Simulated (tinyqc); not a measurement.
Deep-level transient spectroscopy (DLTS) of one majority-carrier trap: one step, computed by the program tinyqc.

A filling pulse loads the traps in a one-sided junction; under reverse bias they empty at the rate e, and the capacitance relaxes as C(t) = C_0 - dC exp(-e t). The signal is S = [C(t_2) - C(t_1)]/dC.

Question. Emission rate at T. e = g sigma v N_b exp(-E/k_B T), v = sqrt(3 k_B T/m), N_b = 2 M (2 pi m k_B T/h^2)^(3/2), sigma = sigma_0 exp(-E_b/k_B T), E = E_t.

Inputs (values chosen for the exercise, for a model semiconductor):
```
quantity,value,unit
density-of-states mass m,0.422,m_0
valleys M,1,-
trap depth E_t,0.156,eV
cross-section sigma_0,3.9e-17,cm^2
degeneracy ratio g,0.5,-
temperature T,71,K
capture barrier E_b,0.18,eV
```

Carriers: holes. Extra term: capture barrier.

Constants: k_B = 8.617333262e-05 eV/K; k_B = 1.380649e-23 J/K; m_0 = 9.1093837015e-31 kg; h = 6.62607015e-34 J s.

Give: thermal velocity v; N_b; sigma; E; emission rate e.

Answer.

thermal velocity v = 8.746e+06 cm/s

N_b = 7.920e+17 cm^-3

sigma = 6.519e-30 cm^2

E = 0.156 eV

emission rate e = 1.907e-16 1/s
